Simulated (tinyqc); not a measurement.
Grain-boundary diffusion: Harrison regimes, Fisher and Le Claire analysis, Hart average. From one set of inputs to another, one input at a time. Computed by tinyqc, a small Python program. Command: `OMP_NUM_THREADS=1 python tinyqc.py 3001116 3001117 out.jsonl gbdiff ladder`. One thread of a shared host (Intel(R) Xeon(R) Processor @ 2.30GHz), about 0.01 s of CPU time with the checks.

A boundary is a slab of width delta with diffusivity D_b, normal to a surface held at constant concentration; it leaks into grains of diffusivity D.

The inputs printed are set A. Inputs not listed in the table keep their values of set A, so the rows need not describe a real material.

Inputs (values chosen for the exercise, for a model polycrystal): lattice prefactor D0 = 0.00011 m^2/s; lattice activation energy E = 1.79 eV; boundary prefactor D0b = 1.7e-05 m^2/s; boundary activation energy E_b = 1.19 eV; boundary width delta = 0.64 nm; segregation factor s = 30; grain size d = 0.43 um; temperature T = 906 K; time t = 180000 s.

Constants: k_B = 8.617333262e-05 eV/K.

Method:
- D = D0 exp(-E/(k_B T)), D_b = D0b exp(-E_b/(k_B T)).
- Triple product P = s delta D_b.
- l = sqrt(D t); P = s delta D_b; alpha = s delta/(2 l); beta = P/(2 D l). Regime A if l > 3 d, C if alpha > 1, B if alpha < 0.1, l < d/4 and beta > 10, otherwise a transition.
- Hart average for parallel slabs: f = delta/d, D_eff = (s f D_b + (1 - f) D)/(1 - f + s f); share of the boundaries = s f D_b/(s f D_b + (1 - f) D); depth sqrt(D_eff t).

Each row keeps all changes above it:
```
input moved                                                                 from             to  D_eff (m^2/s)       beta  depth sqrt(D_eff t) (um)
set A                                                                          -              -      1.863e-13  6.905e-02                     183.1
segregation factor s                                                          30              1      1.820e-14  2.302e-03                      57.2
lattice prefactor D0 (m^2/s) and lattice activation energy E (eV)  0.00011, 1.79  1.1e-05, 4.31      6.076e-15  7.744e+19                      33.1
time t (s)                                                                180000           2800      6.076e-15  6.209e+20                       4.1
boundary width delta (nm)                                                   0.64           0.41      3.892e-15  3.978e+20                       3.3
temperature T (K)                                                            906           1190      1.479e-13  3.951e+13                      20.4
```

D_eff goes from 1.86e-13 to 1.48e-13, a factor 0.794 in all. The largest single move comes from temperature T (a factor 38.0), but it runs against the net change; the largest move in the direction of the net change is segregation factor s (a factor 0.0977). Beta goes from 0.0691 to 3.95e13, a factor 5.72e14 in all. The largest single move comes from lattice prefactor D0 with lattice activation energy E (a factor 3.36e22), and temperature T works against it (a factor 9.93e-8). Depth sqrt(D_eff t) goes from 183 to 20.4, a factor 0.111 in all. The largest single move comes from time t (a factor 0.125), and temperature T works against it (a factor 6.16). The single moves hold for this order of the switches; the total does not depend on the order.

Caution (rows lattice prefactor D0, time t, boundary width delta, temperature T): outside regime A (which needs sqrt(D t) above about 3 d) the Hart average and its depth are formal: they describe a profile only in regime A or at steady state.

Extremes, crossings and ranges named in words are read from the listed rows.
